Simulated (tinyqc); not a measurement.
Capacitance measurement on a leaky thin oxide: effects of series resistance and leakage: two steps of the calculation.

The device is a capacitance C in parallel with a leakage conductance G, in series with Rs and Ls. An impedance meter reports either a parallel pair (Cp, Gp) from Y = 1/Z = Gp + i w Cp or a series pair (Cs, Rm) from Z = Rm + 1/(i w Cs); w = 2 pi f, dissipation D = Gp/(w |Cp|).

Inputs (values chosen for the exercise); values of the order met in thin-oxide MOS capacitors: relative permittivity of the gate insulator (close to silicon dioxide) eox = 3.9; insulator thickness tox = 2.1 nm; gate area A = 10000 um^2; oxide-equivalent thickness added by the accumulation layer zc = 0.39 nm; oxide-equivalent thickness added by gate depletion zp = 0 nm; gate leakage current density, not matched to the thickness Jg = 2.5 A/cm^2; voltage for an e-fold rise of the leakage Vs = 0.43 V; series resistance Rs = 510 ohm; series inductance Ls = 0 nH; measuring frequency f = 50000 Hz.

Constants: eps0 = 8.8541878128e-14 F/cm where lengths are in cm. Results are converted to the units shown.

Problem 1. True capacitance and conductance. EOT = 3.9 tox/eox; CET = EOT + zc + zp; C = 3.9 eps0 A/CET; G = Jg A/Vs.

Give: EOT; CET; C; G.

Solution 1.

EOT = 2.1000 nm
CET = 2.4900 nm
C = 138.68 pF
G = 581.40 uS

Problem 2. What the meter reports. Z = Rs + i w Ls + 1/(G + i w C).

C = 138.68005 pF
G = 581.39535 uS

Find: Z; Cp; Gp; Cs; D.

Solution 2.

Z = (2.220-0.128i) x 1e3 ohm
Cp = 82.48 pF
Gp = 448.9 uS
Cs = 2.483e4 pF
D = 17.32

Cp is 41 % below C and Cs is 179 times it; G Rs = 0.297, w C Rs = 0.0222 and G/(w C) = 13.3.

Numbers from tinyqc (`OMP_NUM_THREADS=1 python tinyqc.py 2022199 2022200 out.jsonl`; about 0.01 s on one thread of a shared Intel Xeon 2.30GHz).
